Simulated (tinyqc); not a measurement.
Changing the temperature T: carrier lifetime from Shockley-Read-Hall, radiative, Auger and surface recombination. Computed by tinyqc, a small Python program. Command: `OMP_NUM_THREADS=1 python tinyqc.py 3005001 3005002 out.jsonl lifetime sweep`. One thread of a shared host (Intel(R) Xeon(R) Processor @ 2.30GHz), about 0.02 s of CPU time with the checks.

Energies are counted from the top of the valence band. Boltzmann statistics, full ionisation, and equal excess densities of electrons and holes.

Inputs (values chosen for the exercise, with bands modelled on germanium): gap E_g = 0.662 eV; electron mass m_e = 0.22 m_0; valleys M_c = 4; hole mass m_h = 0.335 m_0; doping N = 4.2e+17 cm^-3; trap level E_t = 0.324 eV; trap density N_t = 2.3e+13 cm^-3; electron cross-section sigma_n = 3.2e-16 cm^2; hole cross-section sigma_p = 2.1e-15 cm^2; radiative coefficient B = 5.2e-15 cm^3/s; Auger coefficient C_n = 3e-31 cm^6/s; Auger coefficient C_p = 3.6e-30 cm^6/s; excess density dn = 5.9e+17 cm^-3; generation rate G = 4.3e+20 cm^-3 s^-1; diffusion coefficient D = 5.5 cm^2/s; surface velocity S = 12 cm/s; thickness W = 44 micrometre.

Doping: n-type. Surface term: two equal surfaces.

Constants: m_0 = 9.1093837015e-31 kg; k_B = 1.380649e-23 J/K; h = 6.62607015e-34 J s; k_B = 8.617333262e-05 eV/K.

Method:
- N_c = 2 M_c (2 pi m_e k_B T/h^2)^(3/2) and N_v = 2 (2 pi m_h k_B T/h^2)^(3/2), masses in units of m_0.
- n_i = sqrt(N_c N_v) exp(-E_g/2 k_B T); majority density N/2 + sqrt(N^2/4 + n_i^2), minority density n_i^2 over it.
- v = sqrt(3 k_B T/m) with m_e or m_h; tau_n0 = 1/(sigma_n v_n N_t), tau_p0 = 1/(sigma_p v_p N_t); n1 = N_c exp(-(E_g - E_t)/k_B T), p1 = N_v exp(-E_t/k_B T).
- The slowest diffusion mode has x tan x = S W/(2 D) with 0 < x < pi/2 (bisection), and tau_s = W^2/(4 x^2 D). The common approximation is W/(2 S) + W^2/(pi^2 D).
- With n = n_0 + dn, p = p_0 + dn and U/dn = 1/tau: (n p - n_i^2)/dn = n_0 + p_0 + dn = s; 1/tau_SRH = s/[tau_p0 (n + n1) + tau_n0 (p + p1)]; 1/tau_rad = B s; 1/tau_Aug = (C_n n + C_p p) s; the rates add, with 1/tau_s.
- Radiative efficiency = tau_eff/tau_rad; effective diffusion length = sqrt(D tau_eff).
- dn solves dn/tau_eff(dn) = G (60 bisections in ln dn between 1e-2 and 1e22 cm^-3); the splitting of the quasi-Fermi levels is k_B T ln(n p/n_i^2).

One run for each value:
```
temperature T (K)  tau_SRH at dn (s)  quasi-Fermi splitting under G (eV)  n_i (cm^-3)  effective lifetime at dn (s)
200                       5.1605e-06                             0.46963   1.7629e+10                    3.7654e-07
250                       4.6157e-06                             0.40487   1.1475e+12                    3.7333e-07
300                       4.2136e-06                             0.33709   1.9528e+13                    3.7047e-07
350                       3.9018e-06                             0.26684   1.5326e+14                    3.6788e-07
400                       3.6527e-06                             0.19476   7.3823e+14                    3.6553e-07
450                       3.4521e-06                             0.12288   2.5604e+15                    3.6340e-07
500                       3.2942e-06                             0.05997   7.0411e+15                    3.6146e-07
```

Over the rows, tau_SRH at dn (s) falls from 5.16e-6 to 3.29e-6 (exponent d ln y / d ln x -0.50 between the first rows and -0.44 between the last); quasi-Fermi splitting under G (eV) falls from 0.470 to 0.0600 (exponent d ln y / d ln x -0.67 between the first rows and -6.8 between the last); n_i (cm^-3) rises from 1.76e10 to 7.04e15 (exponent d ln y / d ln x 19 between the first rows and 9.6 between the last).

Caution (rows 200, 250): the excess density is near an effective density of states, where Boltzmann statistics fail. Caution (all rows): beyond low injection D should be the ambipolar coefficient.

Extremes, crossings and ranges named in words are read from the listed rows.
